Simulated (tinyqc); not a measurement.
From one set of inputs to another, one input at a time: rapid thermal processing of a wafer: radiative balance, ramp and cooling, pattern effects, pyrometer error and spike budget. Computed by tinyqc, a small Python program. Command: `OMP_NUM_THREADS=1 python tinyqc.py 3113326 3113327 out.jsonl rtp ladder`. One thread of a shared host (Intel(R) Xeon(R) Processor @ 2.30GHz), about 0.08 s of CPU time with the checks.

The wafer is opaque and uniform through its thickness unless said otherwise; temperatures in formulas are in kelvin (C + 273.15). sigma = 5.670374419e-12 W/(cm^2 K^4).

The inputs printed are set A. Inputs not listed in the table keep their values of set A, so the rows need not describe a real material.

Inputs (values chosen for the exercise, modelled on a hot silicon wafer):

| quantity | value | unit |
|---|---|---|
| wafer thickness d | 625 | micrometre |
| heat capacity per volume C | 2.16 | J/(cm^3 K) |
| thermal conductivity k | 0.28 | W/(cm K) |
| emissivity eps of each face | 0.6 | - |
| reflectivity of the chamber walls r | 0.0051 | - |
| gas heat-transfer coefficient h, both faces together | 0.84 | mW/(cm^2 K) |
| wall temperature T_w | 350 | K |
| process temperature | 1130 | C |
| starting temperature | 550 | C |
| ramp rate | 130 | K/s |
| relative change of absorptivity over a pattern | 3.2 | % |
| period of the pattern | 4 | mm |
| pyrometer wavelength | 4.5 | micrometre |
| error of the assumed emissivity | 11 | % |
| activation energy of the process E_a | 3.66 | eV |

Constants: k_B = 8.617333262e-05 eV/K; h = 6.62607015e-34 J s; c = 299792458 m/s; k_B = 1.380649e-23 J/K.

Method:
- Effective emissivity between parallel grey plates: eps_eff = 1/(1/eps + 1/(1 - r) - 1). Loss per area q(T) = 2 eps_eff sigma (T^4 - T_w^4) + h (T - T_w).
- Absorbed power during a ramp = q(T) + C d x ramp rate; thermal time constant tau = C d/(dq/dT), dq/dT = 8 eps_eff sigma T^3 + h; natural cooling rate q/(C d); front-to-back difference under one-sided heating at the end of the ramp = (absorbed power) d/(2 k).
- At steady state a sinusoidal change of absorbed power of relative amplitude a and period p gives the temperature amplitude a q/(dq/dT + k d (2 pi/p)^2); healing length l = sqrt(k d/(dq/dT)); process change = E_a dT/(k_B T^2). Emissivity is taken as unchanged.
- Signal proportional to eps/(exp(c2/(lambda T)) - 1), c2 = h c/k_B. If the assumed emissivity is too high by the given error, the reading T' solves (1 + error)/(exp(c2/(lambda T')) - 1) = 1/(exp(c2/(lambda T)) - 1). Wien estimate: T' - T = -lambda T^2 ln(1 + error)/c2. Process rates go as exp(-E_a/(k_B T)).

Each row keeps all changes above it:

| input moved | from | to | time constant tau (s) | amplitude (K) | reading less true temperature (K) |
|---|---|---|---|---|---|
| set A | - | - | 1.7810 | 0.19721 | -55.680 |
| activation energy of the process E_a (eV) | 3.66 | 3.46 | 1.7810 | 0.19721 | -55.680 |
| reflectivity of the chamber walls r | 0.0051 | 0.22 | 2.0722 | 0.17052 | -55.680 |
| error of the assumed emissivity (%) | 11 | 5 | 2.0722 | 0.17052 | -26.522 |
| emissivity eps of each face | 0.6 | 0.57 | 2.1642 | 0.16355 | -26.522 |
| ramp rate (K/s) | 130 | 240 | 2.1642 | 0.16355 | -26.522 |
| gas heat-transfer coefficient h, both faces together (mW/(cm^2 K)) | 0.84 | 7.5 | 1.9554 | 0.21447 | -26.522 |
| thermal conductivity k (W/(cm K)) | 0.28 | 0.24 | 1.9554 | 0.24956 | -26.522 |

Where does the difference come from?

Time constant tau goes from 1.78 to 1.96, a factor 1.10 in all. The largest single move comes from reflectivity of the chamber walls r (a factor 1.16), and gas heat-transfer coefficient h, both faces together works against it (a factor 0.904). Amplitude goes from 0.197 to 0.250, a factor 1.27 in all. The largest single move comes from gas heat-transfer coefficient h, both faces together (a factor 1.31), and reflectivity of the chamber walls r works against it (a factor 0.865). Reading less true temperature goes from -55.7 to -26.5, +29.2 in all. The largest single move comes from error of the assumed emissivity (+29.2). The single moves hold for this order of the switches; the total does not depend on the order.

Caution (all rows): below about 600 C lightly doped silicon is partly transparent at this wavelength, so its emissivity is not yet the hot value early in the ramp.

Extremes, crossings and ranges named in words are read from the listed rows.
